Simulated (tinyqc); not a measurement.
# Worked calculation: gated graphene, quantum capacitance

Program tinyqc, `OMP_NUM_THREADS=1 python tinyqc.py 2200035 2200036 out.jsonl`; Intel Xeon 2.30GHz, shared host, one thread, about 0.01 s. Printed values are rounded.

phi is the Fermi level above the Dirac point, in volts; Vg is counted from the gate voltage of charge neutrality. Ideal linear bands, no charge puddles.

Values chosen for this exercise; values close to those of graphene:

| symbol | value | unit | meaning |
|---|---|---|---|
| T | 300 | K | temperature |
| eox | 9.01 |  | relative permittivity of the gate insulator (close to aluminium oxide) |
| tox | 18 | nm | insulator thickness |
| vF | 1.1e6 | m/s | Fermi velocity |
| Dit | 4.3e11 | cm^-2 eV^-1 | density of traps |
| Vg | -0.94 | V | gate voltage |

Constants: q = 1.602176634e-19 C, kB = 1.380649e-23 J/K, hbar = 1.054571817e-34 J s, Vt = kB T/q, eps0 = 8.8541878128e-14 F/cm where lengths are in cm. Results are converted to the units shown.

## Gate capacitance

Cox = eps0 eox/tox.

Cox = 0.443201 uF/cm^2

## Starting value

phi = Vg.

phi at the start = -0.94 V

## Iteration 1: new phi

N0 = (2/pi)(kB T/(hbar vF))^2; n = N0 F1(phi/Vt), p = N0 F1(-phi/Vt), F1(e) = int_0^infinity u du/(1 + exp(u - e)) = -Li2(-exp(e)); Cq = q d(n - p)/dphi = (q N0/Vt) ln[2 (1 + cosh(phi/Vt))]. Newton: f = phi + q (n - p + Dit phi)/Cox - Vg, phi(new) = phi - f/(1 + (Cq + q Dit)/Cox).

n = 1.31234e-5 cm^-2
p = 5.37859e13 cm^-2
Cq = 18.2895 uF/cm^2
f = -19.5898 V
phi after iteration 1 = -0.478219 V

## Iteration 2: new phi

As before.

n = 750.969 cm^-2
p = 1.40198e13 cm^-2
Cq = 9.30466 uF/cm^2
f = -4.68074 V
phi after iteration 2 = -0.266896 V

## Course of the iteration

Stop when the step is below 1e-10 V, or after 40 iterations.

Course of the iteration:
```
iteration  phi before the step (V)  step (V)
1                            -0.94     0.462
2                        -0.478219     0.211
3                        -0.266896    0.0762
4                        -0.190745    0.0134
5                        -0.177393   4.37e-4
6                        -0.176956   4.68e-7
7                        -0.176955  5.38e-13
```

Converged in 7 iterations.

## Charge and capacitances at the solution

converged phi = -0.176955 V

N0 = (2/pi)(kB T/(hbar vF))^2; n = N0 F1(phi/Vt), p = N0 F1(-phi/Vt), F1(e) = int_0^infinity u du/(1 + exp(u - e)) = -Li2(-exp(e)); Cq = q d(n - p)/dphi = (q N0/Vt) ln[2 (1 + cosh(phi/Vt))]. 1/C_G = 1/Cox + 1/(Cq + q Dit); dphi/dVg = Cox/(Cox + Cq + q Dit).

n - p = -2.03468e12 cm^-2
Cq = 3.44407 uF/cm^2
C_G = 0.393550 uF/cm^2
dphi/dVg = 0.112028

C_G is 88.8 % of Cox; 18.8 % of the gate voltage has gone into phi.
